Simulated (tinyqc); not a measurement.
Inside a calculation: density of states of one tight-binding band of a chain. Values are carried at full precision from step to step, so a last printed digit may differ when a step is redone from the rounded ones.

E(k) = -2 t cos(2 pi k) - 2 t2 cos(4 pi k); k in fractions of the reciprocal vectors, mesh k_i = j/N with j = 0 .. N-1. Densities are per cell and per spin, so the band holds one state.

Parameters, chosen for this exercise:
```
symbol  value   unit  meaning
t       2.45    eV    nearest hopping
t2      -0.23   eV    second hopping
N       12            mesh points along each axis
bins    8             bins of the histogram
E_lo    -4.513  eV    lower end of the histogram
E_hi    5.417   eV    upper end
E       0.04    eV    energy at which the density is wanted
sigma   0.245   eV    Gaussian width
```

## Energies on the mesh

Evaluate the band at all 12 points and collect equal values.

Distinct energies:
```
E_k (eV)  points
-4.4400        1
-4.0135        2
-2.6800        2
-0.4600        2
2.2200         2
4.4735         2
5.3600         1
```

The 12 points give 7 distinct energies between -4.4400 and 5.3600 eV; a dense mesh gives a band from -4.440 to 5.360 eV.

## Histogram

Count the points in equal bins from E_lo to E_hi; g = count/(all points x bin width).

Histogram:
```
from (eV)  to (eV)  points  g (1/eV)
-4.5130    -3.2717       3    0.2014
-3.2717    -2.0305       2    0.1343
-2.0305    -0.7893       0    0.0000
-0.7893     0.4520       2    0.1343
0.4520      1.6932       0    0.0000
1.6932      2.9345       2    0.1343
2.9345      4.1757       0    0.0000
4.1757      5.4170       3    0.2014
```

Empty bins: 3 of 8; the fullest holds 3 points. Empty bins inside the band come from the coarse mesh, not from gaps.

## Gaussian broadening at one energy

Gaussian broadening: g(E) = mean over the mesh of exp(-(E - E_k)^2/(2 sigma^2))/(sigma sqrt(2 pi)), n(E) = mean of erfc((E_k - E)/(sigma sqrt 2))/2.

Sum over the distinct energies with their counts.

n(E) = 0.5799
g(E) = 0.0338 1/eV

## Sum over all linear segments

Each interval of the mesh is a segment with E linear in k: n = (E - e1)/(e2 - e1), g = 1/(e2 - e1) between its end values.

Average n and g over all pieces of the mesh. The reference uses the same method with N = 4000.

n(E) = 0.5311
g(E) = 0.0622 1/eV
reference n(E) = 0.532
reference g(E) = 0.063 1/eV

On this mesh the linear method errs by -0.001 1/eV in g and -0.001 in n; the Gaussian sum erred by -0.029 and +0.048.

## Checks

- States below the top of the band by the linear method against one: both 1.000000.

(tinyqc, `OMP_NUM_THREADS=1 python tinyqc.py 1680583 1680584 out.jsonl`, Intel(R) Xeon(R) Processor @ 2.30GHz, 1 thread, shared host, about 0.01 s.)
